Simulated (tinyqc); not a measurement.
# Inputs raised by 5 %, one at a time

Model: lateral field, substrate current, probability of reaching the oxide barrier and hot-carrier lifetime of a silicon transistor (pseudo-two-dimensional and lucky-electron models). Computed by tinyqc, a small Python program. Command: `OMP_NUM_THREADS=1 python tinyqc.py 3001972 3001973 out.jsonl hotcar sens`. One thread of a shared host (Intel(R) Xeon(R) Processor @ 2.30GHz), about 0.01 s of CPU time with the checks.

Local-field models: a lucky carrier gains its energy at the peak field over a path free of collisions. Voltages are magnitudes.

Inputs (values chosen for the exercise, modelled on a silicon p-channel): channel length L = 1400 nm; oxide thickness t = 33 nm; junction depth x_j = 370 nm; mobility mu = 140 cm^2/(V s); saturation velocity v_s = 0.69 1e7 cm/s; threshold voltage V_T = 0.63 V; gate voltage V_G = 7.1 V; drain voltage V_D = 11 V; ionisation prefactor A_i = 8.3e+06 1/cm; ionisation field B_i = 3.75 MV/cm; hot-carrier mean free path lambda = 5 nm; oxide barrier phi_b = 4.6 eV; interface-trap threshold phi_it = 4.7 eV; lifetime constant H = 700 s microampere/micrometre.

Drain: abrupt.

Constants: eps_0 = 8.8541878128e-12 F/m.

Method:
- C_ox = 3.9 eps_0/t; F_sat = 2 v_s/mu; V_Dsat = V_ov F_sat L/(V_ov + F_sat L), V_ov = V_G - V_T; I_D/W = C_ox v_s (V_ov - V_Dsat).
- Scale length l = 0.22 t^(1/3) x_j^(1/2) (all in cm); F_m = sqrt(((V_D - V_Dsat)/l_e)^2 + F_sat^2), with l_e = l; length of the velocity-saturated region l_e ln((V_D - V_Dsat)/(l_e F_sat) + F_m/F_sat).
- Substrate current I_sub/I_D = (A_i/B_i)(V_D - V_Dsat) exp(-B_i/F_m); probability of reaching the oxide barrier exp(-phi_b/(e lambda F_m)); lifetime tau = (H/(I_D/W)) exp(phi_it/(e lambda F_m)).
- V_10 solves tau = 3.156e8 s at the given V_G. The extrapolation fits ln(tau) against 1/V_D at 1, 1.08, 1.16 and 1.25 times the given V_D (rounded to 3 digits) by least squares and reads off the same tau.

Runs; columns: (1) input moved; (2) from; (3) to; (4) peak field F_m (kV/cm); (5) lifetime tau (s); (6) drain current I_D/W (microampere/micrometre); (7) ten-year drain voltage V_10 (V):
```
(1)                         (2)     (3)     (4)         (5)     (6)     (7)
base run                      -       -  345.39  3.0983e+12  149.11  14.608
channel length L (nm)      1400    1470  342.12  4.1552e+12  144.20  14.696
oxide thickness t (nm)       33   34.65  340.28  4.8974e+12  142.01  14.805
junction depth x_j (nm)     370   388.5  337.75  5.7335e+12  149.11  14.860
gate voltage V_G (V)        7.1   7.455  337.62  5.3005e+12  163.06  14.718
drain voltage V_D (V)        11   11.55  371.93  4.4430e+11  149.11  14.608
mobility mu (cm^2/(V s))    140     147  347.42  2.5566e+12  154.10  14.537
threshold voltage V_T (V)  0.63  0.6615  346.10  2.9557e+12  147.89  14.599
```

Exponents ln(y'/y) / ln(x'/x):
```
input                  peak field F_m  lifetime tau  drain current I_D/W  ten-year drain voltage V_10
channel length L               -0.195         6.016               -0.686                        0.123
oxide thickness t              -0.306         9.384               -1.000                        0.274
junction depth x_j             -0.458        12.615                0.000                        0.351
gate voltage V_G               -0.466        11.005                1.834                        0.153
drain voltage V_D               1.517       -39.805                0.000                        0.000
mobility mu                     0.120        -3.939                0.675                       -0.100
threshold voltage V_T           0.042        -0.966               -0.168                       -0.014
```

To which inputs is each result most sensitive?

Among the inputs moved here: peak field F_m answers most in size to drain voltage V_D (exponent +1.517), next to gate voltage V_G (-0.466). Its exponent -0.306 in oxide thickness t: l grows as t^(1/3). Lifetime tau answers most in size to drain voltage V_D (exponent -39.805), next to junction depth x_j (+12.615). Drain current I_D/W answers most in size to gate voltage V_G (exponent +1.834), next to oxide thickness t (-1.000); its exponent is below 0.0005 for junction depth x_j, drain voltage V_D. Its exponent -1.000 in oxide thickness t: the current follows C_ox. Ten-year drain voltage V_10 answers most in size to junction depth x_j (exponent +0.351), next to oxide thickness t (+0.274); its exponent is below 0.0005 for drain voltage V_D.

Extremes, crossings and ranges named in words are read from the listed rows.
